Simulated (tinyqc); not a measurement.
Read current of a NAND string, cells in series solved by shooting: one step of the calculation.

Cells in series, numbered from 0 at the source line (0 V) to the bit line, each followed by a gap resistance Rg. A cell with gate Vg, threshold VT, source Vs and drain Vd passes I = 2 nf K Vt^2 [F(Vs) - F(Vd)]/(1 + th max(Vg - VT, 0)), F(V) = ln^2(1 + exp((Vg - VT - nf V)/(2 nf Vt))). The selected cell has Vg = Vr, the others Vg = Vp.

Question. Node voltages for a trial current. For a trial current I start at 0 V and, cell by cell (the selected one is cell 0), solve for the drain: sqrt(F(Vd)) = sqrt(F(Vs) - I/k), k = 2 nf K Vt^2/(1 + th max(Vg - VT, 0)), Vd = [Vg - VT - 2 nf Vt ln(exp(sqrt F) - 1)]/nf, then add I Rg.

Values chosen for this exercise; values of the order met in vertical NAND strings:
- T = 300 K (temperature)
- K = 7 uA/V^2 (gain factor of a cell)
- nf = 2.1 (slope factor)
- th = 0.09 1/V (mobility reduction factor)
- Rg = 2.2 kohm (resistance of the gap between cells)
- Vbl = 0.7 V (bit-line voltage)
- Vp = 5.9 V (pass voltage)
- Vr = 2.98 V (read voltage on the selected word line)

Constants: q = 1.602176634e-19 C, kB = 1.380649e-23 J/K, Vt = kB T/q. Results are converted to the units shown.

first trial current = 0.98 uA
thresholds from the source end, cell 0 to 4 (V): 1.6  4.3  -1.1  -1.1  -1.1

Find: node voltage after each cell and gap, trial 1.

Answer.

node voltage after each cell and gap, trial 1, cell 0 to 4 (V): 0.1283  0.2652  0.3029  0.3412  0.3799

Computed by the program tinyqc: `OMP_NUM_THREADS=1 python tinyqc.py 2142055 2142056 out.jsonl`, one thread of a shared Intel Xeon 2.30GHz, about 0.5 s for the whole run.
